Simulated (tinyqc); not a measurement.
Hall effect and magnetoresistance of several carrier groups with constant relaxation times. From one set of inputs to another, one input at a time. Computed by tinyqc, a small Python program. Command: `OMP_NUM_THREADS=1 python tinyqc.py 3001025 3001026 out.jsonl hall2 ladder`. One thread of a shared host (Intel(R) Xeon(R) Processor @ 2.30GHz), about 0.01 s of CPU time with the checks.

Group 1 has charge +e and group 2 charge +e; s_i is that sign. B lies along z; mu B is formed with mu in m^2/(V s).

The inputs printed are set A. Inputs not listed in the table keep their values of set A, so the rows need not describe a real material.

Inputs (values chosen for the exercise, for a model conductor):
```
quantity            value        unit
density n1        2.5e+10      1/cm^2
mobility mu1       130000  cm^2/(V s)
density n2        1.1e+12      1/cm^2
mobility mu2         3300  cm^2/(V s)
magnetic field B     0.18           T
```

Carriers: light and heavy holes. Densities: per area (a thin layer).

Constants: e = 1.602176634e-19 C.

Method. sigma_xx = sum n_i e mu_i/(1 + mu_i^2 B^2); sigma_xy = sum s_i n_i e mu_i^2 B/(1 + mu_i^2 B^2). rho_xx = sigma_xx/(sigma_xx^2 + sigma_xy^2); Hall coefficient R_H = sigma_xy/(B (sigma_xx^2 + sigma_xy^2)), with B in V s/cm^2 (1 T = 1e-4 V s/cm^2); magnetoresistance MR = rho_xx(B)/rho_xx(0) - 1. Apparent density 1/(e |R_H|); Hall mobility |R_H|/rho_xx.

Each row keeps all changes above it:
```
input moved                   from     to  magnetoresistance MR (%)  apparent density (1/cm^2)  Hall mobility (cm^2/(V s))
set A                            -      -                 4.997e+01                  2.448e+11                       18737
mobility mu2 (cm^2/(V s))     3300    150                 2.479e+01                  2.796e+10                       97873
mobility mu1 (cm^2/(V s))   130000   4300                 1.330e-01                  1.528e+11                        1781
density n1 (1/cm^2)        2.5e+10  3e+11                 5.610e-02                  3.800e+11                        3827
magnetic field B (T)          0.18    1.6                 4.390e+00                  3.827e+11                        3642
```

Where does the difference come from?

Magnetoresistance MR goes from 50.0 to 4.39, a factor 0.0879 in all. The largest single move comes from mobility mu1 (a factor 0.00536), and magnetic field B works against it (a factor 78.3). Apparent density goes from 2.45e11 to 3.83e11, a factor 1.56 in all. The largest single move comes from mobility mu2 (a factor 0.114), but it runs against the net change; the largest move in the direction of the net change is mobility mu1 (a factor 5.46). Hall mobility goes from 18700 to 3640, a factor 0.194 in all. The largest single move comes from mobility mu1 (a factor 0.0182), and mobility mu2 works against it (a factor 5.22). The single moves hold for this order of the switches; the total does not depend on the order.

Extremes, crossings and ranges named in words are read from the listed rows.
